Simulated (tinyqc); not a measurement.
Comparisons within one model: inter-valley coupling by envelope functions against a chain of atomic planes. A value that a table varies takes the place of the one given here.

Chain: E(phi) = e0 + 2 v cos(phi) + 2 u cos(2 phi), cos(phi0) = -v/(4u), e0 = 2u + v^2/(4u); plane j = 0, 1, ... has the potential V_j = dE x_j + F (j - 30) a/4 (1 MV/m = 1e-4 V/angstrom). There are 30 barrier planes a side; with y = j - 29.5, x_j = xb (f(y) + f(Nw - y)), f(y) = 1/(1 + exp(y/L)), plus any Ge added in the well. The valley splitting is the spacing of the two lowest levels. Envelope theory: F_j solves a one-valley chain with hopping -b and diagonal 2b + V_j, b = 4u sin^2(phi0), sum F_j^2 = 1; the valleys couple by Dv = sum_j F_j^2 V_j exp(-2 i phi0 j) and split by 2|Dv|.

Parameters, chosen for this exercise (near those of the Delta valleys of silicon in a SiGe well; the results hold for these values, not for the real material): a = 5.431 angstrom (lattice constant; planes lie a/4 apart); u = 0.62 eV (second-neighbour hopping); v = 0.754 eV (nearest hopping); Nw = 69 (planes in the well); L = 0.75 planes (interface width); xb = 0.31 (Ge fraction of the barriers); dE = 0.59 eV (offset per unit Ge fraction); F = 0 MV/m (field); xs = 0.1 (Ge fraction added on that plane); xw = 0.008 (mean Ge fraction of the wiggle); x0 = 4302 (start of the number sequence); na = 4000 (atoms a plane under the dot); js = 87 (plane j of a Ge spike (the well starts at j = 30)).

## Position of the spike

The spike is moved through the well; position counted from the first well plane, j - 30.

Against position:
```
j - 30  F_j^2, smooth  mean of the doublet (meV)  splitting, chain (micro-eV)  envelope  first order
3             0.00196                       4.01                          178       174          231
8             0.00575                       4.17                          479       465          679
14            0.01195                       4.41                          978       948         1410
21            0.01948                       4.76                         1672      1639         2298
28            0.02495                       5.09                         2336      2316         2944
34            0.02659                       5.22                         2594      2578         3137
45            0.02135                       4.86                         1874      1845         2519
55            0.01085                       4.37                          881       852         1280
66            0.00142                       3.99                          137       134          168
```

The splitting is largest at plane 34 among these rows (2594 micro-eV), and the smooth envelope peaks at plane 34, counting all planes; without a spike it is 3.7. Where the splitting exceeds 20 micro-eV the envelope theory lies within 3.2 % of the chain and first order within 45 %.

## A periodic Ge profile (wiggle well)

periods (planes): pi/phi0 1.67131, pi/(pi - phi0) 2.48962

Added fraction xw (1 - cos(2 pi (j - 30)/p)) on the well planes; p = f times the resonant period pi/(pi - phi0). At resonance the estimate is dE xw.

Against period:
```
f     p (planes)  mean of the doublet (meV)  splitting, chain (micro-eV)  envelope
0.90      2.2407                       8.60                           39        40
0.95      2.3651                       8.44                          568       591
0.98      2.4398                       8.45                         3519      3664
0.99      2.4647                       8.57                         4361      4432
1.00      2.4896                       8.63                         4712      4707
1.01      2.5145                       8.58                         4432      4439
1.02      2.5394                       8.47                         3691      3736
1.05      2.6141                       8.39                          986       958
1.10      2.7386                       8.57                           63        58
1.50      3.7344                       8.63                            2         2
3.00      7.4689                       8.63                            3         3
```

The splitting peaks at f = 1 with 4.71 meV, against the estimate dE xw = 4.72 meV, and is 0.75 and 0.78 of the value at f = 1 two per cent off to either side: the width of the resonance is set by the number of periods under the envelope. At f = 3 it is 3 micro-eV. The chain has one orbital a plane and knows only this resonance; longer periods that work through other bands are outside it.

## Random alloy fluctuations

A uniform fraction x is added on all planes. Each plane j then fluctuates by q sqrt(x_j (1 - x_j)/na) in Ge fraction, q = sqrt12 (z/2147483647 - 1/2) with z(new) = 16807 z mod 2147483647 from x0, restarted for each row; 24 samples. Theory: Dv is a complex Gaussian with sigma^2 = dE^2 sum F_j^4 x_j (1 - x_j)/na, and the mean splitting is sqrt(pi) sigma if the smooth part is negligible.

Splitting (micro-eV):
```
x     sigma  sqrt(pi) sigma  mean of 24  least  largest
0.00    5.1             9.0        10.3    3.2     24.4
0.01  131.1           232.4       262.4   54.8    550.3
0.02  184.4           326.8       368.8   79.4    773.8
0.05  287.0           508.7       573.2  126.9   1204.7
0.10  395.0           700.1       787.8  176.9   1658.9
```

Without added Ge the disorder sits in the barriers, where the state is small: mean 10.3 micro-eV, against 3.7 for the smooth well. With 5 % Ge in the well the mean is 573, theory 509, with a statistical error of about 11 % for 24 samples; the miss is +13 %, and since every row reuses one sequence the rows with added Ge miss alike. The spread grows with the mean: at 5 % the samples run from 127 to 1205, so small splittings remain possible. sigma falls as 1/sqrt(na) for larger dots. A chain with one orbital a plane has no Bloch-function factor, which scales all these couplings down in fuller models.

## What each parameter does

Chain with the spike on plane js. Each row changes one parameter from the base and keeps the others.

Results:
```
case             level (meV)  splitting (micro-eV)
base                   4.281                 713.6
Nw = 75                3.869                1007.9
L = 1.25 planes        4.423                 693.2
xb = 0.36              4.337                 706.4
dE = 0.649 eV          4.341                 756.0
F = 2 MV/m            12.155                 221.2
js = 90                4.166                 479.4
xs = 0.13              4.347                 846.7
```

The largest shifts from the base row, up to three for each result and ties (the steps differ in size, so this ranks the rows, not the parameters). level (meV): F +7.874, Nw -0.412, L +0.142. splitting (micro-eV): F -492.3, Nw +294.3, js -234.1.

(tinyqc, `OMP_NUM_THREADS=1 python tinyqc.py 1451930 1451931 out.jsonl`, Intel(R) Xeon(R) Processor @ 2.30GHz, 1 thread, shared host, about 0.06 s.)
